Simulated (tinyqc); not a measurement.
MP2 on RHF in the 3-21g basis, for H2, spin multiplicity 1, step by step. Computed by tinyqc, a small Python program that keeps every step (integrals from PySCF). Settings: charge = 0, multiplicity = 1, basis = 3-21g, method = RHF, energy threshold = 1e-10, iteration cap = 76, orthogonalisation = symmetric, start = Wolfsberg-Helmholz matrix, DIIS depth = 6. Command: `OMP_NUM_THREADS=1 python tinyqc.py 22837 22838 out.jsonl` (the two numbers bound the seeds that draw the settings). One thread of a shared host (Intel(R) Xeon(R) Processor @ 2.60GHz), about 0.06 s of CPU time with the checks. The early iterations of the SCF are left out here.

## One-electron integrals

Geometry (angstrom):
```
atom         x         y         z
H     0.000000  0.000000  0.000000
H     0.000000  0.000000  0.926000
```

Basis 3-21g: exponents (1/bohr^2) and contraction coefficients of normalised primitives:
```
element  l (shell)  exponent  coefficient
H            s (1)  5.447178     0.156285
H            s (1)  0.824547     0.904691
H            s (2)  0.183192     1.000000
```

Overlap, kinetic and nuclear-attraction integrals over the contracted functions; the nuclear repulsion is the sum of Za Zb / Rab.

nuclear repulsion = 0.57146567 hartree

overlap S, order 1H 1s, 1H 2s, 2H 1s, 2H 2s:
```
[[1.000000, 0.645899, 0.249137, 0.406485],
 [0.645899, 1.000000, 0.406485, 0.755424],
 [0.249137, 0.406485, 1.000000, 0.645899],
 [0.406485, 0.755424, 0.645899, 1.000000]]
```

kinetic energy T (hartree), order 1H 1s, 1H 2s, 2H 1s, 2H 2s:
```
[[1.549405, 0.293152, 0.027752, 0.127378],
 [0.293152, 0.274788, 0.127378, 0.168767],
 [0.027752, 0.127378, 1.549405, 0.293152],
 [0.127378, 0.168767, 0.293152, 0.274788]]
```

nuclear attraction V (hartree), order 1H 1s, 1H 2s, 2H 1s, 2H 2s:
```
[[-2.291690, -1.147225, -0.526191, -0.745769],
 [-1.147225, -1.177808, -0.745769, -0.943043],
 [-0.526191, -0.745769, -2.291690, -1.147225],
 [-0.745769, -0.943043, -1.147225, -1.177808]]
```

core Hamiltonian H = T + V (hartree), order 1H 1s, 1H 2s, 2H 1s, 2H 2s:
```
[[-0.742285, -0.854073, -0.498440, -0.618391],
 [-0.854073, -0.903020, -0.618391, -0.774276],
 [-0.498440, -0.618391, -0.742285, -0.854073],
 [-0.618391, -0.774276, -0.854073, -0.903020]]
```

## Two-electron integrals

Functions are numbered as in S; the eight-fold symmetry (ij|kl) = (ji|kl) = (kl|ij) leaves the list below.

Two-electron integrals (ij|kl) in chemists' order, unique and non-zero (hartree):
```
(11|11) 1.140145   (21|11) 0.611403   (21|21) 0.345152   (22|11) 0.626370
(22|21) 0.380329   (22|22) 0.482957   (31|11) 0.218480   (31|21) 0.126045
(31|22) 0.143221   (31|31) 0.064237   (32|11) 0.254717   (32|21) 0.156331
(32|22) 0.200517   (32|31) 0.086056   (32|32) 0.136053   (33|11) 0.561278
(33|21) 0.353293   (33|22) 0.474396   (33|31) 0.218480   (33|32) 0.375970
(33|33) 1.140145   (41|11) 0.375970   (41|21) 0.213363   (41|22) 0.237190
(41|31) 0.086056   (41|32) 0.109442   (41|33) 0.254717   (41|41) 0.136053
(42|11) 0.438386   (42|21) 0.268493   (42|22) 0.348477   (42|31) 0.116481
(42|32) 0.175397   (42|33) 0.438386   (42|41) 0.175397   (42|42) 0.275607
(43|11) 0.353293   (43|21) 0.220943   (43|22) 0.296446   (43|31) 0.126045
(43|32) 0.213363   (43|33) 0.611403   (43|41) 0.156331   (43|42) 0.268493
(43|43) 0.345152   (44|11) 0.474396   (44|21) 0.296446   (44|22) 0.406021
(44|31) 0.143221   (44|32) 0.237190   (44|33) 0.626370   (44|41) 0.200517
(44|42) 0.348477   (44|43) 0.380329   (44|44) 0.482957
```

## Orthogonalisation

S = U s U^T; symmetric (Loewdin) form X = U s^(-1/2) U^T, so that X^T S X = 1.

eigenvalues of S: [0.149294, 0.419879, 0.846145, 2.584682]

X, order 1H 1s, 1H 2s, 2H 1s, 2H 2s:
```
[[1.241356, -0.481765, -0.050996, 0.033915],
 [-0.481765, 1.678882, 0.033915, -0.703976],
 [-0.050996, 0.033915, 1.241356, -0.481765],
 [0.033915, -0.703976, -0.481765, 1.678882]]
```

## Iteration 7 (converged): orbitals

converged F (hartree), order 1H 1s, 1H 2s, 2H 1s, 2H 2s:
```
[[0.188182, -0.442684, -0.439061, -0.441301],
 [-0.442684, -0.329558, -0.441301, -0.386414],
 [-0.439061, -0.441301, 0.188182, -0.442684],
 [-0.441301, -0.386414, -0.442684, -0.329558]]
```

Diagonalise F' = X^T F X, C = X C', fill 1 alpha and 1 beta electrons from the bottom; D = 2 C_occ C_occ^T. Each column has its largest component positive (the first on a tie).

F' = X^T F X (hartree):
```
[[0.753995, -0.624660, -0.310573, -0.132149],
 [-0.624660, 0.267068, -0.132149, -0.225960],
 [-0.310573, -0.132149, 0.753995, -0.624660],
 [-0.132149, -0.225960, -0.624660, 0.267068]]
```

orbital energies (hartree): [-0.540821, 0.209385, 1.025352, 1.348211]

coefficients C, order 1H 1s, 1H 2s, 2H 1s, 2H 2s:
```
[[0.262029, 0.140076, 0.860293, -0.973873],
 [0.353453, 1.278124, -0.671250, 1.156878],
 [0.262029, -0.140076, 0.860293, 0.973873],
 [0.353453, -1.278124, -0.671250, -1.156878]]
```

D after iteration 7, order 1H 1s, 1H 2s, 2H 1s, 2H 2s:
```
[[0.137318, 0.185229, 0.137318, 0.185229],
 [0.185229, 0.249857, 0.185229, 0.249857],
 [0.137318, 0.185229, 0.137318, 0.185229],
 [0.185229, 0.249857, 0.185229, 0.249857]]
```

## Convergence

Stop when the energy changes by less than 1e-10 hartree and every element of the error matrix X^T (F D S - S D F) X is below 3e-06.

Course of the cycle:
```
iteration  E (hartree)     change  largest element of the error matrix
1          -1.07859256          -                             1.30e-01
2          -1.10373246  -2.51e-02                             1.95e-02
3          -1.10430179  -5.69e-04                             1.60e-05
4          -1.10430179  -3.20e-10                             6.66e-06
5          -1.10430179  -4.01e-11                             4.20e-06
6          -1.10430179  -1.24e-11                             3.07e-06
7          -1.10430179  -5.37e-12                             2.42e-06
```

PySCF RHF in the same basis = -1.10430179 hartree

Converged in 7 iterations.

## Integrals over molecular orbitals

(pq|rs) = sum C_ip C_jq C_kr C_ls (ij|kl), one index at a time.

one-electron integrals over orbitals h = C^T H C (hartree):
```
[[-1.134946, 0.000000, -0.140977, 0.000000],
 [0.000000, -0.598982, 0.000000, 0.196137],
 [-0.140977, 0.000000, 0.053194, 0.000000],
 [0.000000, 0.196137, 0.000000, 0.254977]]
```

Two-electron integrals over orbitals (pq|rs), unique and non-zero (hartree):
```
(11|11) 0.594125    (21|21) 0.107903    (22|11) 0.458135    (22|22) 0.419010
(31|11) 0.140976    (31|22) 0.067720    (31|31) 0.100504    (32|21) 0.004835
(32|32) 0.036527    (33|11) 0.536331    (33|22) 0.422596    (33|31) 0.127544
(33|33) 0.508121    (41|21) -0.080306   (41|32) -0.046093   (41|41) 0.112953
(42|11) -0.138222   (42|22) -0.070261   (42|31) -0.081975   (42|33) -0.121333
(42|42) 0.081140    (43|21) -0.119521   (43|32) -0.033061   (43|41) 0.127856
(43|43) 0.175846    (44|11) 0.603093    (44|22) 0.470270    (44|31) 0.180772
(44|33) 0.569259    (44|42) -0.167015   (44|44) 0.675227
```

## Second-order Moller-Plesset energy

Hartree-Fock energy = -1.10430179 hartree

E2 = sum_ijab (ia|jb) [2 (ia|jb) - (ib|ja)] / (e_i + e_j - e_a - e_b) over occupied i, j and virtual a, b; the opposite-spin part is (ia|jb)^2 / denominator, the rest is same-spin, and SCS-MP2 scales them by 6/5 and 1/3.

Terms:
```
i  j  a  b    (ia|jb)    (ib|ja)  denominator       term
1  1  2  2   0.107903   0.107903    -1.500413  -0.007760
1  1  4  4   0.112953   0.112953    -3.778064  -0.003377
1  1  3  3   0.100504   0.100504    -3.132346  -0.003225
1  1  4  2  -0.080306  -0.080306    -2.639239  -0.002444
1  1  2  4  -0.080306  -0.080306    -2.639239  -0.002444
```

Pair energies (hartree; pair i-j sums ij and ji):
```
pair  opposite spin  same spin
1-1       -0.019249          0
```

MP2 correlation energy = -0.01924866 hartree

SCS-MP2 correlation energy = -0.02309839 hartree

MP2 total energy = -1.12355045 hartree
